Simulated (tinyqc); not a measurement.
The same scatterer in wider strips: conductance of a narrow metal strip with scatterers (square lattice, Green functions).

A strip of W sites across with hard walls, site energy 0 and hopping -t. Mode n = 1 to W has profile chi_n(j) = sqrt(2/(W + 1)) sin(n j pi/(W + 1)) and energy en = -2t cos(n pi/(W + 1)); E = en - 2t cos(kn a). With z_n = exp(i kn a) (Im k > 0 for closed modes, |z| < 1) each lead gives the self-energy -t z_n in mode n. One column carries the site energies v, here one foreign atom. In the mode basis V_nm = sum_j chi_n(j) v_j chi_m(j), G = (E - en + 2 t z_n - V)^-1, and t_nm = 2t sqrt(sin(kn a) sin(km a)) G_nm in size for open modes. T = sum |t_nm|^2, conductance (2e^2/h) T.

Constants: e^2/h = 3.874045865e-05 S.

Parameters, chosen for this exercise (hopping and spacing of the size met in Cu or Al; the lattice is a model; shifted at random, so the results belong to these values and not to a real crystal): t = 1.21 eV (hopping); a = 2.41 angstrom (spacing); E = -1.57 eV (Fermi energy); v = (3.6, 0, 0) eV (site energies in the scattering column).

Width (W + 1) a; the strength is the entry of v largest in size. The foreign atom sits at site W/2 + 1, rounded down. Added resistance (1/T - 1/M)/(2 e^2/h), M the number of open modes.

Against width:

| W | width (angstrom) | M | T | T/M | added resistance (ohm) |
|---|---|---|---|---|---|
| 3 | 9.6 | 2 | 1.8554 | 0.9277 | 502.8 |
| 4 | 12.1 | 3 | 2.5096 | 0.8365 | 840.8 |
| 5 | 14.5 | 3 | 2.6052 | 0.8684 | 651.9 |
| 6 | 16.9 | 4 | 3.5466 | 0.8867 | 412.4 |
| 8 | 21.7 | 5 | 4.7435 | 0.9487 | 139.6 |
| 10 | 26.5 | 6 | 5.7320 | 0.9553 | 100.6 |
| 14 | 36.1 | 9 | 8.6525 | 0.9614 | 57.6 |
| 20 | 50.6 | 12 | 11.7549 | 0.9796 | 22.4 |

What can be read from this table?

The added resistance is 503 ohm at W = 3 and 22.4 at W = 20; from W = 10 to 20 it changes by a factor 0.22, where 1/M gives 0.50 and 1/M^2 gives 0.25. A point scatterer removes at most one unit of M (here 0.14 to 0.49), so its resistance is at most 1/(M (M - 1)) in units of h/2e^2, without bound for M = 1, with jumps where modes open or where the site sits near a node of the open modes; the largest value is at W = 4 (841 ohm).

Computed by tinyqc, a small Python program: `OMP_NUM_THREADS=1 python tinyqc.py 1451223 1451224 out.jsonl` (the numbers bound the seed that draws the inputs); one thread of a shared host (Intel(R) Xeon(R) Processor @ 2.30GHz), about 0.01 s for the whole set of steps.
